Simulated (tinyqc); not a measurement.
Classical Heisenberg spin chain: exact results, Metropolis, heat-bath and over-relaxation steps, and a Monte Carlo run: one step, computed by the program tinyqc.

E = -J sum_i s_i . s_(i+1) for unit vectors s_i on an open chain; K = J/(k_B T).

Question. Exact results. Each bond angle is independent, so u = <s_i . s_(i+1)> = coth K - 1/K, <s_i . s_(i+n)> = u^n, correlation length xi = -1/ln|u|, energy per bond -J u, heat capacity per bond c/k_B = 1 - K^2/sinh^2 K, and for the long chain chi = mu^2 (1 + u)/(3 k_B T (1 - u)) per spin.

Inputs (values chosen for the exercise, for a model chain of large moments): coupling J = 16 meV; temperature T = 143 K; moment mu = 7 mu_B.

Constants: k_B = 8.617333262e-05 eV/K; mu_B = 5.7883818060e-05 eV/T.

Give: K; u; xi; energy per bond; heat capacity; chi over the Curie value; chi.

Answer.

K = 1.298

u = 0.3908

xi = 1.064 sites

energy per bond = -6.254 meV

heat capacity = 0.4134 k_B/bond

chi over the Curie value = 2.283

chi = 0.1752 mu_B/T per spin
